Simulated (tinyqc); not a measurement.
Trench capacitor in an array: capacitance, non-linearity, leakage and relaxation: one step of the calculation.

A film between two metal electrodes, each interface adding a series capacitance ci. The small-signal permittivity is ek (1 + aq E^2); the field is found with the linear permittivity. Leakage J = J0 sinh(E/Ef). After a voltage step the film passes a relaxation current kr C V tt^(-nr), tt being the time in seconds. The sidewall is a coaxial capacitor with radii a = dm/2 - t and b = dm/2, depth AR dm; the end face is left out.

Question. Cell capacitance, fields and time constant. Per length 1/c = ln(b/a)/(2 pi eps0 ek) + (1/a + 1/b)/(2 pi ci); cell capacitance c AR dm; per footprint over pt^2; fields c V/(2 pi eps0 ek r) at r = a and b; resistance of the inner electrode rho AR dm/(pi a^2); time constant R C/3 of the distributed line.

Inputs (values chosen for the exercise); permittivity of the order of that of tantalum oxide:
- ek = 24.4 (relative permittivity of the film)
- t = 8.3 nm (film thickness)
- ci = 1000 uF/cm^2 (capacitance of each electrode interface (dead layer and screening))
- V = 1.5 V (bias)
- dm = 90 nm (diameter of the hole)
- AR = 70 (aspect ratio, depth over diameter)
- pt = 140 nm (pitch of the square array)
- rho = 210 uohm cm (resistivity of the inner electrode)

Constants: eps0 = 8.8541878128e-14 F/cm where lengths are in cm. Results are converted to the units shown.

Give: a; b; cell capacitance; capacitance per footprint; field at a; field at b; R; R C/3.

Answer.

a = 36.70 nm
b = 45.00 nm
cell capacitance = 41.73 fF
capacitance per footprint = 212.9 uF/cm^2
field at a = 1.994 MV/cm
field at b = 1.626 MV/cm
R = 3.127 kohm
R C/3 = 43.49 ps

The array gives 82.2 times the planar capacitance per footprint; curvature makes the field at the inner electrode 1.11 times the planar value.

Numbers from tinyqc (`OMP_NUM_THREADS=1 python tinyqc.py 2102027 2102028 out.jsonl`; about 0.01 s on one thread of a shared Intel Xeon 2.30GHz).
